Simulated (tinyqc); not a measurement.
Inside a calculation. Model: ion implantation: universal nuclear stopping, Lindhard-Scharff electronic stopping and a Gaussian range profile. Computed by tinyqc, a small Python program that keeps every step. Command: `OMP_NUM_THREADS=1 python tinyqc.py 3014441 3014442 out.jsonl implant walk`. One thread of a shared host (Intel(R) Xeon(R) Processor @ 2.30GHz), about 0.08 s of CPU time with the checks. Intermediate numbers are printed to about 6 digits and carried at full precision; extremes and crossings named in words are read from the listed rows.

An ion slows by elastic collisions with screened nuclei and by friction with electrons; channelling is ignored and the target is uniform.

Inputs (values chosen for the exercise, modelled on fluorine ions in silicon):
```
quantity                                 value     unit
ion atomic number Z1                         9        -
ion mass M1                                 19        u
target atomic number Z2                     14        -
target mass M2                           28.09        u
target density N                         49.94   1/nm^3
ion energy E                               270      keV
scale factor of electronic stopping k      1.2        -
dose Q                                 1.3e+15   1/cm^2
background C_B                         6.7e+16   1/cm^3
displacement energy E_d                     15       eV
tilt angle                                   7  degrees
screen thickness d                         7.8       nm
```

Follow-up: tilt and screen oxide.

## Stopping at the entry energy

Reduced energy eps = 32.53 M2 E/(Z1 Z2 (M1 + M2)(Z1^0.23 + Z2^0.23)), E in keV; s_n = ln(1 + 1.1383 eps)/(2 (eps + 0.01321 eps^0.21226 + 0.19593 eps^0.5)) for eps up to 30 and ln(eps)/(2 eps) above; S_n = 8.462 Z1 Z2 M1 s_n/((M1 + M2)(Z1^0.23 + Z2^0.23)) in 1e-15 eV cm^2. S_e = k 3.83 Z1^(7/6) Z2/(Z1^(2/3) + Z2^(2/3))^(3/2) sqrt(E/M1) in 1e-15 eV cm^2, E in keV. dE/dx = N (S_n + S_e); 1e-15 eV cm^2 = 0.1 eV nm^2.

reduced energy eps = 11.9060

s_n = 0.106223

S_n = 13.0844 x 1e-15 eV cm^2

S_e = 97.5722 x 1e-15 eV cm^2

energy loss dE/dx = 552.619 eV/nm

Electronic stopping carries 88 % of the loss at entry.

## Range and straggle

Path length R = int_0^E dE'/(N (S_n + S_e)); energy lost to nuclei nu = int_0^E S_n/(S_n + S_e) dE' (both with E' = E y^3 and 64 Gauss-Legendre points in y). Estimates of Lindhard type: R_p = R/(1 + M2/(3 M1)), straggle dR_p = (2/3) R_p sqrt(M1 M2)/(M1 + M2).

path length R = 642.312 nm

projected range R_p = 430.271 nm

straggle dR_p = 140.726 nm

energy lost to nuclei nu = 76.5607 keV

28 % of the energy goes to nuclei over the whole path. Caution: the estimates of R_p and dR_p assume mainly nuclear stopping and an ion not much lighter than the target; here they are rough, and for light ions in heavy targets the straggle can be low by a factor of two or more.

## Gaussian profile

C(x) = C_p exp(-(x - R_p)^2/(2 dR_p^2)) with C_p = Q/(sqrt(2 pi) dR_p), 1 nm = 1e-7 cm; the profile falls to the background at x_j = R_p + dR_p sqrt(2 ln(C_p/C_B)); the peak atomic fraction is C_p/N.

peak concentration C_p = 3.68535e+19 1/cm^3

Depth x_j where C falls to C_B = 930.197 nm

peak atomic fraction = 7.37955e-04

## Damage

Kinchin-Pease count with efficiency 0.8: N_d = 0.8 nu/(2 E_d), taking all of nu as damage energy (an upper estimate, as recoils also lose energy to electrons). Spread over a depth R_p + dR_p, displacements per atom = Q N_d/(N (R_p + dR_p)).

displacements per ion N_d = 2041.62

displacements per atom = 0.930754

One displacement per atom would need a dose of 1.4e15 per cm^2 if no defects annealed. Caution: above a few tenths of a displacement per atom cascades overlap, so the count overstates new damage; heavy ions turn silicon and germanium amorphous at such levels, while light ions such as boron and metal targets anneal much of the damage.

## Tilt and screen

Depths scale with cos(tilt): R_p cos and dR_p cos (lateral straggle ignored); the screen stops like the target. Fraction in the substrate = (1/2) erfc((d - R_p cos)/(sqrt2 dR_p cos)); peak depth below the screen = R_p cos - d.

fraction in the substrate = 0.998657

peak depth below the screen = 419.264 nm

0.13 % of the dose does not reach the substrate.

## Nuclear against electronic stopping over energy

The formulas are those given above.

Stopping (1e-15 eV cm^2) and range:
```
E (keV)          eps      S_n      S_e   R (nm)      nu/E
1        4.40964e-02  32.7689    5.938     8.89  0.865305
2        8.81929e-02  38.1926    8.398    13.55  0.848913
5        2.20482e-01  42.8213   13.278    25.09  0.813395
10       4.40964e-01  43.0323   18.778    41.95  0.770735
20       8.81929e-01  39.6837   26.556    73.08  0.707787
50       2.20482e+00  30.7912   41.988   159.31  0.583979
100      4.40964e+00  22.8454   59.381   288.60  0.462660
200      8.81929e+00  15.6974   83.977   509.01  0.335132
500      2.20482e+01   8.7369  132.779  1007.77  0.192050
```

Nuclear stopping peaks near 10 keV among these rows (eps = 0.44; the universal curve peaks near 0.3). Electronic stopping overtakes it between 20 and 50 keV. The path length grows as E^0.61 at the low end and E^0.75 at the high end; constant stopping would give E^1, and stopping that rises with E, be it nuclear (below its peak) or electronic, gives a lower exponent.

Checks made by the program: range against adaptive quadrature (relative difference 1e-06).
